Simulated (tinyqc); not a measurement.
Electron mobility in a silicon inversion layer, empirical terms and Matthiessen rule: one step of the calculation.

Inversion layer of sheet density Ns on a uniformly doped body, under a high-permittivity gate with an interlayer. The mobility terms are empirical power laws with prefactors chosen for the exercise; adding their inverses (Matthiessen) is itself an approximation.

Task. Split C-V extraction. Q(Vg) is the trapezoid sum of Cgc from the first point (where Q is taken as 0); mu_eff = I/((W/L) Q Vd); mu_FE = (dI/dVg)/((W/L) Cox Vd) with a backward difference. Listed from point 4 on.

Parameters, values chosen for the exercise; material values close to those of silicon:
- Cox = 1.96 uF/cm^2 (gate capacitance)
- WL = 1 (ratio W/L)
- Vd = 0.01 V (drain voltage)

| point | Vg (V) | Cgc (uF/cm^2) | I (uA) |
|---|---|---|---|
| 0 | 0.1 | 1.7884381e-5 | 3.0194431e-12 |
| 1 | 0.2 | 5.4280682e-4 | 2.7820710e-9 |
| 2 | 0.3 | 0.016346175 | 2.5403220e-6 |
| 3 | 0.4 | 0.39864519 | 0.0018120605 |
| 4 | 0.5 | 1.7360324 | 0.12675433 |
| 5 | 0.6 | 1.9517062 | 0.55977910 |
| 6 | 0.7 | 1.9597257 | 1.0865382 |
| 7 | 0.8 | 1.9599910 | 1.6030326 |
| 8 | 0.9 | 1.9599997 | 2.0775865 |
| 9 | 1 | 1.9600000 | 2.5005800 |
| 10 | 1.1 | 1.9600000 | 2.8709230 |
| 11 | 1.2 | 1.96 | 3.1911136 |
| 12 | 1.3 | 1.96 | 3.4651293 |

Wanted: Q; mu_eff; mu_FE.

Result.

| point | Q (uC/cm^2) | mu_eff (cm^2/(V s)) | mu_FE (cm^2/(V s)) |
|---|---|---|---|
| 4 | 0.12836 | 98.752 | 63.746 |
| 5 | 0.31274 | 178.99 | 220.93 |
| 6 | 0.50831 | 213.75 | 268.75 |
| 7 | 0.70430 | 227.61 | 263.52 |
| 8 | 0.90030 | 230.77 | 242.12 |
| 9 | 1.0963 | 228.09 | 215.81 |
| 10 | 1.2923 | 222.16 | 188.95 |
| 11 | 1.4883 | 214.41 | 163.36 |
| 12 | 1.6843 | 205.73 | 139.80 |

At the last point mu_FE is 32 % below mu_eff: where the mobility falls with gate voltage the slope of I understates it.

Program tinyqc, `OMP_NUM_THREADS=1 python tinyqc.py 2510026 2510027 out.jsonl`; Intel Xeon 2.30GHz, shared host, one thread, about 0.01 s.
